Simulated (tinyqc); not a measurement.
## Free and trapped electrons in a MOS channel with a dense trap tail: free and trapped charge against gate voltage

p-type body, charge-sheet picture, full ionisation (an idealisation for deep acceptors), Boltzmann statistics for free electrons. e = Ec - EF at the surface. Acceptor-like traps of density D(E) = D0 + De exp(-E/Ew) at depth E below Ec, from 0 to Eu, hold n_t = integral of D(E)/(1 + exp((e - E)/Vt)). psi = Eg - Vt ln(Nv/Na) - e; N_dep = sqrt(2 eps0 eps_r Na (psi - Vt)/q); n_f = sqrt(N_dep^2 + 2 eps0 eps_r Vt Nc exp(-e/Vt)/q) - N_dep; Vg = Vfb + psi + q (N_dep + n_t + n_f)/Cox, Cox = eps0 eox/tox.

Free share n_f/(n_f + n_t); swing ln 10 n_f/(dn_f/dVg); field-effect mobility mf q (dn_f/dVg)/Cox, for a constant mf; oxide field q (N_dep + n_t + n_f)/(eps0 eox).

Values chosen for this exercise; band and dielectric values close to those of 4H silicon carbide:
```
symbol    value         unit                                             meaning
T           250            K                                         temperature
Eg         3.22           eV                                            band gap
eps_r      9.53                                            relative permittivity
Nc      1.29e19        cm^-3              conduction-band density of states at T
Nv      1.92e19        cm^-3                 valence-band density of states at T
eox         3.9                           relative permittivity of the insulator
tox          40           nm                                 insulator thickness
Na       9.6e15        cm^-3                                    acceptor density
Vfb       -2.51            V            flat-band voltage without trapped charge
D0       1.9e11  cm^-2 eV^-1  constant background density of acceptor-like traps
De       5.6e13  cm^-2 eV^-1          density of the tail at the conduction edge
Ew         0.08           eV                            decay energy of the tail
Eu         0.98           eV        depth below Ec down to which the traps reach
mf          110   cm^2/(V s)                          mobility of free electrons
```

Constants: q = 1.602176634e-19 C, kB = 1.380649e-23 J/K, Vt = kB T/q, eps0 = 8.8541878128e-14 F/cm where lengths are in cm. Results are converted to the units shown.

Results:
columns A: Vg (V); B: e (eV); C: n_f (cm^-2); D: n_t (cm^-2); E: free share (%); F: swing (mV/decade); G: field-effect mobility (cm^2/(V s)); H: oxide field (MV/cm)
```
A           B         C         D         E      F         G       H
1.6    0.3209   9.475e5  2.169e11  4.369e-4  182.2  0.002445  0.3437
2.8    0.1690   1.067e9  7.660e11    0.1390  786.2    0.6377  0.6057
4      0.1145  1.308e10  1.366e12    0.9485   1512     4.068  0.8921
5.1   0.08433  5.108e10  1.902e12     2.616   2281     10.53   1.160
6.3   0.06087  1.403e11  2.444e12     5.427   3278     20.11   1.454
7.5   0.04273  2.898e11  2.930e12     8.999   4410     30.88   1.749
9.9   0.01440  7.912e11  3.704e12     17.60   6755     55.06   2.342
11   0.003446  1.120e12  3.961e12     22.04   7862     66.97   2.614
```

Estimate the missing row, Vg = 8.7 V.

Computed row:
columns A: Vg (V); B: e (eV); C: n_f (cm^-2); D: n_t (cm^-2); E: free share (%); F: swing (mV/decade); G: field-effect mobility (cm^2/(V s)); H: oxide field (MV/cm)
```
A          B         C         D      E     F      G      H
8.7  0.02763  5.049e11  3.352e12  13.09  5586  42.49  2.045
```

With this row back in the table: n_f reaches 1e11 cm^-2 at Vg = 5.85 V, against 1.68 V without traps. The free share rises from 4.37e-4 to 22.0 % and the field-effect mobility rises from 0.00244 to 67.0 cm^2/(V s), although mf = 110 is constant: in the last row 60.9 % of Cox dVg goes into free electrons. The swing in the first row is 182 mV a decade (Vt ln 10 = 49.6). For Vg = 7.5, 8.7, 9.9, 11 EF lies less than 2 Vt below the band edge, or above it, where degeneracy and confinement, left out, matter.

Program tinyqc, `OMP_NUM_THREADS=1 python tinyqc.py 2222097 2222098 out.jsonl`; Intel Xeon 2.30GHz, shared host, one thread, about 0.02 s.
